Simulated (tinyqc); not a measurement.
Two-junction solar cell, detailed-balance limit: two steps of the calculation.

The top cell takes all photons above E1, the bottom cell those between E2 and E1. Each cell follows J = Jsc - J0 (exp(V/Vt) - 1) with J0 = q ge Phi(gap, T)/ERE; light emitted by one cell and absorbed by the other is left out. In series both carry one current; wired apart (four terminals) each works at its own maximum power point. Efficiencies are counted against Pin = fs X sigma Ts^4.

Values chosen for this exercise: cell temperature T = 298 K.

Constants: q = 1.602176634e-19 C, kB = 1.380649e-23 J/K, Vt = kB T/q. Results are converted to the units shown.

Question 1. The series curve. V1 = Vt ln((J1 - J)/J01 + 1), V2 = Vt ln((J2 - J)/J02 + 1), power J (V1 + V2).

J, point 0 to 7 (mA/cm^2): 0  15.87  25.39  28.57  29.84  30.47  31.11  31.58
J1 = 31.740809 mA/cm^2
J2 = 54.313555 mA/cm^2
J01 = 2.0903898e-24 mA/cm^2
J02 = 4.3312397e-7 mA/cm^2

Wanted: V1; V2; power.

Answer 1.

```
point  V1 (V)  V2 (V)  power (mW/cm^2)
0       1.489  0.4788                0
1       1.471  0.4700            30.81
2       1.448  0.4627            48.50
3       1.430  0.4597            53.98
4       1.417  0.4584            55.95
5       1.406  0.4577            56.80
6       1.388  0.4570            57.41
7       1.353  0.4565            57.15
```

Among these points the power is largest at J = 31.11 mA/cm^2.

Question 2. Maximum power, in series and apart. In series V(J) = Vt [ln((J1 - J)/J01 + 1) + ln((J2 - J)/J02 + 1)], and J V(J) is largest where V = J Vt [1/(J1 - J + J01) + 1/(J2 - J + J02)]. Apart, each cell has (1 + v) exp(v) = 1 + Jsc/J0 at its maximum power point, v = Vmp/Vt.

J1 = 31.740809 mA/cm^2
J2 = 54.313555 mA/cm^2
J01 = 2.0903898e-24 mA/cm^2
J02 = 4.3312397e-7 mA/cm^2
Pin = 158.73419 mW/cm^2

Wanted: series Jmp; series Vmp; series efficiency; top cell alone; bottom cell behind it.

Answer 2.

series Jmp = 31.29 mA/cm^2
series Vmp = 1.836 V
series efficiency = 36.20 %
top cell alone = 27.21 %
bottom cell behind it = 13.08 %

Wired apart the cells give 40.29 %; the series connection loses 4.1 points of that.

Computed by the program tinyqc: `OMP_NUM_THREADS=1 python tinyqc.py 2820129 2820130 out.jsonl`, one thread of a shared Intel Xeon 2.30GHz, about 0.01 s for the whole run.
